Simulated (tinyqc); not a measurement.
What each change does: short-period [001] superlattice in sp3s* tight binding.

Planes alternate anion, cation along [001], a/4 apart; at zero in-plane momentum s, pz, s* form one block. All levels of A are shifted so that its Ev (lower root of [[Epa, Vxx], [Vxx, Epc]]) is 0, and those of B so that its Ev is -dEv. A monolayer is an anion plane and the cation plane above it; an anion between unlike cations takes the mean of the two anion levels; each bond takes the couplings of its cation. Block from an anion to the cation above: U with Vss/2 (s,s), Vsapc/2 (s,z), -Vscpa/2 (z,s), Vxx/2 (z,z), Vxapc/2 (s*,z), -Vpaxc/2 (z,s*); to the cation below: the same with the s-z and s*-z signs reversed. The cell of n + m monolayers is closed with the phase exp(2 pi i q). No spin-orbit coupling. In this block 2 (n + m) levels are filled.

For the two lowest empty levels at q = 0: energy, share of the cation weight on A, and Gamma character, the share of the cation amplitudes with Fourier index |j|/(n + m) < 1/4 along the stack (near 1: Gamma-like, near 0: folded from X).

Parameters, chosen for this exercise (A near a published set for GaAs, B for AlAs; the results hold for these values, not for the real material): pA = (-8.339, 1.039, -2.654, 3.667, 8.573, 6.734, -6.467, 1.957, 5.071, 4.484, 5.793, 4.837, 4.812) eV (order Esa, Epa, Esc, Epc, Exa, Exc, Vss, Vxx, Vxy, Vsapc, Vscpa, Vxapc, Vpaxc); pB = (-7.543, 0.984, -1.162, 3.582, 7.49, 6.722, -6.671, 1.873, 4.298, 5.107, 5.493, 4.514, 4.998) eV (the same for B); dEv = 0.45 eV (valence offset: Ev(B) lies this far below Ev(A)); n2 = 11 (monolayers of A); m2 = 9 (monolayers of B).

A cell with n = n2 and m = m2. Each row changes one parameter from the base and keeps the others.

Results:

| case | E1 (eV) | A share 1 | Gamma 1 | E2 (eV) | A share 2 | Gamma 2 |
|---|---|---|---|---|---|---|
| base | 1.7114 | 0.96 | 0.99 | 1.8345 | 0.01 | 0.00 |
| n2 = 13 | 1.6838 | 0.97 | 1.00 | 1.8345 | 0.01 | 0.00 |
| m2 = 11 | 1.7121 | 0.96 | 0.99 | 1.8324 | 0.00 | 0.00 |
| dEv = 0.55 eV | 1.7056 | 0.95 | 0.98 | 1.7350 | 0.00 | 0.00 |

The largest shifts from the base row, up to three for each result and ties (the steps differ in size, so this ranks the rows, not the parameters). E1 (eV): n2 -0.0276, dEv -0.0058, m2 +0.0008. A share 1: dEv -0.01, n2 +0.01; unchanged at the printed digits by m2. Gamma 1: dEv -0.01, n2 +0.00; unchanged at the printed digits by m2. E2 (eV): dEv -0.0996, m2 -0.0021; unchanged at the printed digits by n2. A share 2: dEv -0.00, m2 -0.00; unchanged at the printed digits by n2. Gamma 2: unchanged at the printed digits by n2, m2 and dEv.

Program tinyqc; command `OMP_NUM_THREADS=1 python tinyqc.py 1482296 1482297 out.jsonl`; about 0.4 s on one thread of a shared Intel(R) Xeon(R) Processor @ 2.30GHz.
